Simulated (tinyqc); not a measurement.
Worked calculation: CCSD on RHF in the sto-3g basis, frozen core, for B+, spin multiplicity 1. One step of it, computed by the program tinyqc.

Problem. CCSD: starting amplitudes. t_ij^ab = <ij||ab> / (e_i + e_j - e_a - e_b), whose energy is MP2.

orbital energies (hartree): [-7.986287, -0.849252, -0.200518, -0.200518, -0.200518]

Two-electron integrals over orbitals (pq|rs), unique and non-zero (hartree); the lowest 1 orbital is frozen and left out:
```
(22|22) 0.525885   (32|32) 0.112771   (33|22) 0.533524   (33|33) 0.586773
(42|42) 0.112771   (43|43) 0.031630   (44|22) 0.533524   (44|33) 0.523513
(44|44) 0.586773   (52|52) 0.112771   (53|53) 0.031630   (54|54) 0.031630
(55|22) 0.533524   (55|33) 0.523513   (55|44) 0.523513   (55|55) 0.586773
```

Give: Starting amplitudes; correlation energy.

Solution.

Starting amplitudes (spin orbitals 1a, 1b, ...; amplitudes related by a flip of all spins are not repeated):
```
from      to        t
2a 2b  3a 3b  -0.0869
2a 2b  4a 4b  -0.0869
2a 2b  5a 5b  -0.0869
```

correlation energy = -0.029405 hartree
